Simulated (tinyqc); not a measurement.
Worked calculation: Jacobi rotations on a symmetric matrix. One step of it, computed by the program tinyqc.

Task: Jacobi rotation 1. Take the largest off-diagonal element A_pq; tan 2 theta = 2 A_pq / (A_qq - A_pp) with |theta| <= pi/4; A' = J^T A J with J_pp = J_qq = cos, J_pq = sin, J_qp = -sin.

A:
```
           1          2          3          4
1   2.658000  -0.390000  -0.343000   0.128000
2  -0.390000   3.154000   0.065000  -0.138000
3  -0.343000   0.065000   4.237000   0.432000
4   0.128000  -0.138000   0.432000   4.630000
```

Give: p, q, theta; A'.

Result:

p, q, theta (rad): 3.000  4.000  0.572

A':
```
        1       2       3       4
1   2.658  -0.390  -0.358  -0.078
2  -0.390   3.154   0.129  -0.081
3  -0.358   0.129   3.959   0.000
4  -0.078  -0.081   0.000   4.908
```
